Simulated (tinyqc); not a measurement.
Lorentz oscillators and the Kramers-Kronig relations: one step. Optical constants. Four cases, with inputs chosen for the exercise.

Problem. Convert eps at the photon energy E into the optical constants.

n + i k = sqrt(eps1 + i eps2) with k >= 0; R = ((n - 1)^2 + k^2)/((n + 1)^2 + k^2) at normal incidence from vacuum; alpha = 2 E k/(hbar c), times 1e8 for 1/cm; loss function Im(-1/eps) = eps2/(eps1^2 + eps2^2).

Constants: hbar c = 1973.269805 eV angstrom.

Give: n; k; R; alpha; loss function; vacuum wavelength hc/E (hc = 1239.841984 eV nm).

Case 1.

Values chosen: E = 4.89 eV (photon energy).
eps(E) = 1.801578+0.049105i

Solution.

n = 1.3424
k = 0.0183
R = 0.0214
alpha = 9.07e+03 1/cm
loss function = 0.0151
vacuum wavelength hc/E (hc = 1239.841984 eV nm) = 253.5 nm

The intensity falls to 1/e within 1.1e+03 nm.

Case 2.

Values chosen: E = 5.84 eV (photon energy).
eps(E) = -5.015028+1.963816i

Solution.

n = 0.4306
k = 2.2804
R = 0.7623
alpha = 1.35e+06 1/cm
loss function = 0.0677
vacuum wavelength hc/E (hc = 1239.841984 eV nm) = 212.3 nm

The intensity falls to 1/e within 7.41 nm. eps1 is negative, so k exceeds n, as in a metal below its plasma energy; R is 0.76.

Case 3.

Values chosen (out of a larger set: line positions loosely like those of Ge; Lorentz tails absorb below the gap, where the real solid is clear; not measured data): E = 3.87 eV (photon energy).

eps(E) = 11.661099+15.112988i

Solution.

n = 3.9211
k = 1.9271
R = 0.4385
alpha = 7.56e+05 1/cm
loss function = 0.0415
vacuum wavelength hc/E (hc = 1239.841984 eV nm) = 320.4 nm

The intensity falls to 1/e within 13.2 nm.

Case 4.

Values chosen: E = 10.44 eV (photon energy).
eps(E) = 0.675897+2.508010i

Solution.

n = 1.2793
k = 0.9802
R = 0.1687
alpha = 1.04e+06 1/cm
loss function = 0.3717
vacuum wavelength hc/E (hc = 1239.841984 eV nm) = 118.8 nm

The intensity falls to 1/e within 9.64 nm.

Computed by tinyqc, one run a case: `OMP_NUM_THREADS=1 python tinyqc.py N N+1 out.jsonl` with N = 1681325, 1681345, 1681427, 1681594; one thread of a shared Intel(R) Xeon(R) Processor @ 2.30GHz, about 0.2 s a run at most.
